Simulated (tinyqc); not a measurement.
Printed widths: electron-beam lithography: double-Gaussian proximity function, edge placement and dose correction for parallel lines. Computed by tinyqc, a small Python program. Command: `OMP_NUM_THREADS=1 python tinyqc.py 3114262 3114263 out.jsonl proximity walk`. One thread of a shared host (Intel(R) Xeon(R) Processor @ 2.30GHz), about 0.01 s of CPU time with the checks.

Lines are infinitely long. Absorbed energy is counted so that the middle of a very large area written at dose 1 receives 1; the resist develops where it exceeds 1/2.

Inputs (values chosen for the exercise, of the order of those for 50 keV electrons in resist on silicon): forward range alpha = 0.014 micrometre; backscatter range beta = 8.6 micrometre; backscatter ratio eta = 1.1.

line widths (micrometre): 5.5  10  0.12  0.088  0.06

gaps between the lines (micrometre): 4.6  0.057  0.09  2.7

Method:
- The first line starts at x = 0; each next one starts after the width and the gap.
- f(r) = [exp(-r^2/alpha^2)/alpha^2 + eta exp(-r^2/beta^2)/beta^2]/(pi (1 + eta)). A line from a to b at dose d gives E(x) = d [S(alpha) + eta S(beta)]/(1 + eta), S(s) = [erf((b - x)/s) - erf((a - x)/s)]/2.
- M_ij is the mean of E at the two edges of line i from line j at dose 1.
- Uncorrected edge energies are M 1. Solve M d = 1/2 for the doses d that put the mean edge energy of every line at the threshold.
- Edges are the roots of E(x) = 1/2 between a line centre and the middle of the next gap. Three cases: dose 1 everywhere; one common dose equal to the mean of d; the corrected doses.

Lines (micrometre):

| line | left edge | right edge | centre |
|---|---|---|---|
| 1 | 0.000 | 5.500 | 2.750 |
| 2 | 10.100 | 20.100 | 15.100 |
| 3 | 20.157 | 20.277 | 20.217 |
| 4 | 20.367 | 20.455 | 20.411 |
| 5 | 23.155 | 23.215 | 23.185 |

corrected doses: 1 1.07670, 2 0.93204, 3 1.12651, 4 1.14748, 5 1.45761

Width error, printed less drawn (nm):

| line | drawn width (nm) | dose 1 | mean dose | corrected |
|---|---|---|---|---|
| 1 | 5500 | -2.827 | 4.125 | 0.003027 |
| 2 | 10000 | 2.938 | 10.288 | 0.002741 |
| 3 | 120 | -1.712 | 5.066 | 0.000168 |
| 4 | 88 | -2.269 | 4.495 | 0.000122 |
| 5 | 60 | -11.017 | -3.776 | 0.000052 |

With the common mean dose the errors span 14.1 nm. With corrected doses the largest error is below 0.01 nm.

Extremes, crossings and ranges named in words are read from the listed rows.
